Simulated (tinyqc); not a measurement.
What each parameter does: six-band k.p model of the valence band of a wurtzite crystal.

At k = 0: E1 = D1c + D2c + Te + Le (pure HH); E2, E3 = Le + u +/- sqrt(u^2 + 2 D3c^2), u = (D1c - D2c + Te)/2, D1c = Dcr, D2c = D3c = Dso/3. The weight of LH in state 2 is fL = (E2 - Le)^2/((E2 - Le)^2 + 2 D3c^2). Relative strengths of transitions to the conduction band: for E perpendicular to c (TE) 1/2, fL/2, (1 - fL)/2; for E along c (TM) 0, 1 - fL, fL, with one momentum element for both directions.

Strain of a c-plane layer: exx = eyy = e_par, ezz = -2 (C13/C33) e_par; Le = D1 ezz + D2 (exx + eyy), Te = D3 ezz + D4 (exx + eyy).

Conduction edge: Ec = (top of the unstrained valence band) + Eg + (a1 + D1) ezz + (a2 + D2)(exx + eyy).

Inputs chosen for the exercise (near those of GaN; shifted at random, so the results belong to these values and not to a real crystal):
- Dcr = 0.0147 eV (crystal-field splitting)
- Dso = 0.0176 eV (spin-orbit splitting)
- Eg = 3.507 eV (direct gap at Gamma from the top of the unstrained valence band)
- a1 = -4.95 eV (gap potential along c)
- a2 = -10.75 eV (gap potential in the plane)
- D1 = -3.67 eV
- D2 = 4.28 eV
- D3 = 8.32 eV
- D4 = -4.26 eV
- C13 = 106 GPa
- C33 = 386 GPa
- e_par = -0.0018 (exx = eyy of a c-plane layer)

Splittings at k = 0 under the strain, fL and the lowest transition.

One parameter was then changed.

Results before and after:
```
case,E1 - E2 (meV),E1 - E3 (meV),fL,lowest transition (eV)
base,9.73,46.13,0.9450,3.5172
changed,9.88,48.92,0.9526,3.5172
```

Which of these changes was made? (a) Dcr = 0.01764 eV; (b) a1 = -5.94 eV; (c) C13 = 84.8 GPa; (d) D2 = 3.424 eV; (e) D4 = -3.408 eV; (f) D1 = -4.404 eV; (g) e_par = -0.00216; (h) C33 = 463.2 GPa.

Answer: (a) Dcr = 0.01764 eV. Of the candidates, run in turn, only this one gives the changed row.

All candidates:
```
case,E1 - E2 (meV),E1 - E3 (meV),fL,lowest transition (eV)
base,9.73,46.13,0.9450,3.5172
D2 = 3.424 eV,9.73,46.13,0.9450,3.5172
Dcr = 0.01764 eV,9.88,48.92,0.9526,3.5172
e_par = -0.00216,9.96,50.61,0.9564,3.5193
D1 = -4.404 eV,9.73,46.13,0.9450,3.5172
D4 = -3.408 eV,9.55,43.25,0.9352,3.5203
C13 = 84.8 GPa,9.64,44.58,0.9400,3.5199
a1 = -5.94 eV,9.73,46.13,0.9450,3.5163
C33 = 463.2 GPa,9.65,44.84,0.9409,3.5194
```

D1 and D2 shift all valence edges and the conduction edge alike, so they drop out of splittings and transitions.

(tinyqc, `OMP_NUM_THREADS=1 python tinyqc.py 1050894 1050895 out.jsonl`, Intel(R) Xeon(R) Processor @ 2.30GHz, 1 thread, shared host, about 0.01 s.)
